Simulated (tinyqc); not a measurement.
From capture coefficient C back to temperature T: non-radiative capture by multiphonon emission, one effective mode. Computed by tinyqc, a small Python program. Command: `OMP_NUM_THREADS=1 python tinyqc.py 3023824 3023825 out.jsonl capture inv`. One thread of a shared host (Intel(R) Xeon(R) Processor @ 2.30GHz), about 0.06 s of CPU time with the checks.

The initial state (free carrier plus empty centre) lies dE above the final state; both have the same frequency and are displaced by dQ.

Inputs (values chosen for the exercise, for a model semiconductor): energy released dE = 0.71 eV; phonon energy hbar omega = 45.2 meV; Huang-Rhys factor S = 7.7; electron-phonon coupling W = 0.0021 eV/(u^(1/2) angstrom); cell volume V = 1660 angstrom^3; degeneracy g = 4; broadening b = 30 meV; carrier mass m = 0.945 m_0; dielectric constant eps = 10.3; defect density N_t = 3e+14 cm^-3.

Centre: attractive.

Constants: hbar^2/u = 4.18015928e-03 eV angstrom^2; k_B = 8.617333262e-05 eV/K; hbar = 6.582119569e-16 eV s; Ry = 13.605693123 eV; k_B = 1.380649e-23 J/K; m_0 = 9.1093837015e-31 kg.

Method:
- dQ = sqrt(2 S (hbar^2/u)/hbar omega); relaxation energy lambda = S hbar omega; phonons needed P = dE/hbar omega; classical barrier E_b = (dE - lambda)^2/(4 lambda); occupation n = 1/(exp(hbar omega/k_B T) - 1).
- Huang-Rhys weight for a net emission of p phonons: L_p = exp(-S (2n + 1)) ((n + 1)/n)^(p/2) I_p(2 S sqrt(n (n + 1))), I_p the modified Bessel function.
- M_p = sum_m w_m <m_i|Q|(m + p)_f>^2 with Q counted from the final minimum and Boltzmann weights w_m for m = 0..24; <m_i|Q|k_f> = sqrt((hbar^2/u)/(2 hbar omega)) [sqrt(k) <m|k-1> + sqrt(k+1) <m|k+1>], with overlaps of oscillators displaced by d = sqrt(2 S) summed on 1500 points from -16 to 16 + d.
- The delta function is a Gaussian of standard deviation b at dE - p hbar omega.
- C_0 = V (2 pi/hbar) g W^2 sum_p M_p Gaussian_p. The sum runs over the seven p from round(P) - 3 to round(P) + 3; 1 angstrom^3 = 1e-24 cm^3.
- Sommerfeld factor of an attractive centre: s(k) = 2 pi nu/(1 - exp(-2 pi nu)), nu = sqrt(Ry*/E), Ry* = Ry m/eps^2, averaged over (2/sqrt(pi)) sqrt(x) exp(-x) dx with x = E/k_B T = t^2 (trapezoid, t to 6 in steps of 0.01).
- C = s C_0; v = sqrt(3 k_B T/m); sigma = C/v; tau = 1/(C N_t).

Problem. A run gave the result below. Find the temperature T, known to lie between 390 and 570 K.

capture coefficient C = 3.474709e-09 cm^3/s

Solution.

Each step takes the trial c = (a f_b - b f_a)/(f_b - f_a), f being the result less the target and a, b, c the logarithms of the listed values; c replaces end b, the old b replaces a if the sign of f changed, and otherwise f_a is halved.

Scan of the range:
```
temperature T (K)  capture coefficient C (cm^3/s)
390                                   2.95891e-09
415                                   3.06836e-09
443                                   3.18643e-09
471                                   3.29866e-09
502                                   3.41518e-09
535                                   3.52963e-09
570                                   3.63986e-09
```

False position (Illinois rule, in the logarithm of the input) inside the bracket:
```
step    end a    end b    trial  capture coefficient C (cm^3/s)
1     502.000  535.000  518.902                     3.47506e-09
2     502.000  518.902  518.700                     3.47436e-09
3     518.902  518.700  518.800                     3.47471e-09
4     518.700  518.800  518.800                     3.47471e-09
```

Capture coefficient C rises at every point of a 13-point scan of the range (every second point is shown), so one value fits; it is bracketed by 502 and 535. Answer: temperature T = 518.8 K.

Caution: the effective Bohr radius is under 10 angstrom, so the effective-mass Sommerfeld factor is rough.
